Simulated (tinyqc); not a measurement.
What each parameter does: pair of shallow donors (hydrogen-like orbitals).

Each donor has the orbital exp(-r/a); energy unit Ha* = q/(eps a), q = e^2/(4 pi eps0), so that a lone donor is bound by Ha*/2; x = R/a. One electron: S = (1 + x + x^2/3) exp(-x), j = 1/x - (1 + 1/x) exp(-2x), k = (1 + x) exp(-x); levels E(+/-) = -1/2 - (j +/- k)/(1 +/- S) in Ha*, without the repulsion of the ions, split by D = |E(-) - E(+)|. In six valleys the overlaps S and k are multiplied by v = [cos(K Rx) + cos(K Ry) + cos(K Rz)]/3, K = k0 (2 pi/a_lat), for isotropic envelopes and the symmetric valley state.

Two electrons, Heitler-London: with S' = (1 - x + x^2/3) exp(x), C = 1/x - exp(-2x)(1/x + 11/8 + 3x/4 + x^2/6), X = (1/5){exp(-2x)(25/8 - 23x/4 - 3x^2 - x^3/3) + (6/x)[S^2 (0.5772157 + ln x) + S'^2 Ei(-4x) - 2 S S' Ei(-2x)]}, Q = C - 2j + 1/x and A = X - 2 S k + S^2/x, the singlet and triplet lie at (Q +/- w A)/(1 +/- w S^2) from two lone donors, with the valley weight w = v^2; the exchange is J = triplet - singlet.

Constants: e^2/(4 pi eps0) = 14.39964547 eV angstrom.

Parameters, chosen for this exercise (near those of two donors in Si; shifted at random, so the results belong to these values and not to a real crystal):
- a = 19.1 angstrom (orbital radius)
- eps = 11.1 (dielectric constant)
- n = (20.25, 0.25, 0.25) a_lat (separation vector)
- a_lat = 5.431 angstrom (lattice constant)
- k0 = 0.855 2 pi/a_lat (valley position)

x, D = |E(-) - E(+)| and J.

One parameter was then changed.

Results before and after:
```
case         x  D (meV)  J (micro-eV)
base     5.759  0.03230        0.0383
changed  5.759  0.02938        0.0348
```

Which of these changes was made? (a) a = 21 angstrom; (b) k0 = 0.835 2 pi/a_lat; (c) n = (21.25, 0.25, 0.25) a_lat; (d) eps = 12.2.

Answer: (d) eps = 12.2. Of the candidates, run in turn, only this one gives the changed row.

All candidates:
```
case                               x  D (meV)  J (micro-eV)
base                           5.759  0.03230        0.0383
a = 21 angstrom                5.238  0.04454        0.0800
eps = 12.2                     5.759  0.02938        0.0348
k0 = 0.835 2 pi/a_lat          5.759   0.7088          18.4
n = (21.25, 0.25, 0.25) a_lat  6.043   0.3906          5.60
```

(tinyqc, `OMP_NUM_THREADS=1 python tinyqc.py 1251352 1251353 out.jsonl`, Intel(R) Xeon(R) Processor @ 2.30GHz, 1 thread, shared host, about 0.01 s.)
